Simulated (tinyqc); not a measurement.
Raising U: Hubbard chain of 4 sites, mean field against exact. Computed by the program tinyqc. Command: `OMP_NUM_THREADS=1 python tinyqc.py 110106 110107 out.jsonl`; one thread of a shared host (Intel(R) Xeon(R) Processor @ 2.60GHz), about 3 s.

one-body matrix (hopping and site energies) (eV):
```
,1,2,3,4
1,0.0000,-1.5700,0.0000,0.0000
2,-1.5700,0.0000,-1.5700,0.0000
3,0.0000,-1.5700,0.0000,-1.5700
4,0.0000,0.0000,-1.5700,0.0000
```

electrons, up and down: 2  2

Collinear unrestricted mean field (the lowest of 40 random starts) against exact diagonalisation.

Exact and mean-field results (eV):
```
U,U/t,E exact,E mean field,mean |n_up - n_down|,"double occupancy, exact",first gap in the sector
0.7900,0.5032,-6.272511,-6.231253,0.0000,0.2239,1.7215
1.5700,1.0000,-5.613324,-5.451253,0.0000,0.1988,1.5365
3.1400,2.0000,-4.515230,-3.920349,0.3935,0.1521,1.2384
4.7100,3.0000,-3.685460,-2.891928,0.6966,0.1138,1.0156
6.2800,4.0000,-3.066438,-2.251884,0.8199,0.0849,0.8482
9.4200,6.0000,-2.248139,-1.540173,0.9177,0.0494,0.6242
12.5600,8.0000,-1.753961,-1.165049,0.9534,0.0312,0.4877
18.8400,12.0000,-1.205867,-0.781341,0.9792,0.0152,0.3356
31.4000,20.0000,-0.735733,-0.470213,0.9925,0.0057,0.2049
```

In absolute terms mean field is worst at U/t = 4.0, 0.815 eV too high: at small U it is nearly exact, and at large U it misses only exchange-scale energies. Its local moments set in at U/t = 2.0 of those listed, a broken symmetry that the exact state of a finite cluster with equal spins does not have. Relative to the exact energy its error is 0.7 % at the smallest U, 36 % at most and 36 % at the largest. The double occupancy falls from 0.224 to 0.006; at the largest U the first gap is 0.65 times the exchange scale 4t^2/U.
